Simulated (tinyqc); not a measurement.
# Trap density from the capacitance step

Question. A junction with shallow donors Nd and a deep trap has C_HF = eps0 eps_r/W and C_LF = eps0 eps_r (Nd + Nt)/(Nd W + Nt xt), xt = W - lam. Find W, xt and Nt.

Values chosen for this exercise: relative permittivity eps_r = 11.6; shallow donor density Nd = 4e16 cm^-3.

Constants: eps0 = 8.8541878128e-14 F/cm where lengths are in cm. Results are converted to the units shown.

C_HF = 75.299558 nF/cm^2
C_LF = 78.754362 nF/cm^2
lam = 76.378987 nm

Answer. C_HF gives W. With y = C_LF/C_HF, Nt/Nd = (y - 1)/(1 - y xt/W).

W = 136 nm
xt = 60.0 nm
Nt = 3.40e15 cm^-3

Program tinyqc, `OMP_NUM_THREADS=1 python tinyqc.py 2050101 2050102 out.jsonl`; Intel Xeon 2.30GHz, shared host, one thread, about 0.01 s.
